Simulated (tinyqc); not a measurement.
Oscillation of the Fermi level: Landau levels of bilayer graphene.

Four-band model without bias: with w = sqrt(2) hv/l, E_N^2 = [g1^2 + (2N - 1) w^2 - sqrt(g1^4 + 2 (2N - 1) g1^2 w^2 + w^4)]/2 for N >= 2, and E = 0 for N = 0, 1. The two-band limit is hbar wc sqrt(N (N - 1)) with hbar wc = w^2/g1. Each level is fourfold; of the eight zero-energy states half belong to the electrons.

In a field B along z: l = 1/sqrt((e/hbar) B) is the magnetic length, n_B = B/(h/e) the number of states per area in one level, hbar wc = 2 muB B/m for mass m in m0; 1/angstrom^2 = 1e16/cm^2.

The zero level takes 4 n_B electrons and each higher level 4 n_B. At zero temperature and without broadening EF sits in the partly filled level.

Constants: e/hbar = 1.519267448e-05 1/(T angstrom^2); h/e = 413566.7697 T angstrom^2; muB = 5.788381798e-05 eV/T.

Inputs chosen for the exercise (near those of bilayer graphene; the results hold for these values, not for the real material): hv = 6.75 eV angstrom (hbar v); g1 = 0.418 eV (interlayer hopping); n = 6.5 x 1e11/cm^2 (electron sheet density); Bo = (1.13, 1.27, 1.45, 1.68, 2, 2.47, 3.23, 4.66, 8.4) T (fields).

Fixed density, zero temperature, no broadening. At B = 0, EF = sqrt(g1^2/4 + hv^2 pi n) - g1/2.

Filling:
```
B (T)     nu  partly filled level  EF (meV)  filled share
1.13   23.79                    6     19.58          0.95
1.27   21.17                    6     21.89          0.29
1.45   18.54                    5     20.47          0.63
1.68   16.00                    5     23.55          0.00
2.00   13.44                    4     21.80          0.36
2.47   10.88                    3     19.14          0.72
3.23    8.32                    3     24.71          0.08
4.66    5.77                    2     20.73          0.44
8.40    3.20                  0,1      0.00          0.80
```

EF at B = 0 = 21.18 meV

What does the comparison show?

EF runs between 0.0 and 24.7 meV around its zero-field value of 21.2 meV. It follows a level while that level empties and falls to the next one down when nu passes a filled shell; the partly filled level changes 5 times in this table.

Program tinyqc; command `OMP_NUM_THREADS=1 python tinyqc.py 1251571 1251572 out.jsonl`; about 0.01 s on one thread of a shared Intel(R) Xeon(R) Processor @ 2.30GHz.
